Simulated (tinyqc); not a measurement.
Gain factor and gap resistance from two string resistances.

Inverse problem. At small bit-line voltage each of the 96 cells has the resistance 1/(K x) at overdrive x (no mobility reduction) in series with a gap resistance Rg. Find K, Rg and the share of the gaps at the higher overdrive.

resistance of a string of 96 equal cells at overdrives of 4 and 8.8 V (kohm): [5540.5714, 3670.4416]

Solution. The resistance per cell is a straight line in 1/x with slope 1/K and intercept Rg.

K = 7.00 uA/V^2
Rg = 22.0 kohm
share of the gaps = 57.5 %

Numbers from tinyqc (`OMP_NUM_THREADS=1 python tinyqc.py 2142081 2142082 out.jsonl`; about 0.5 s on one thread of a shared Intel Xeon 2.30GHz).
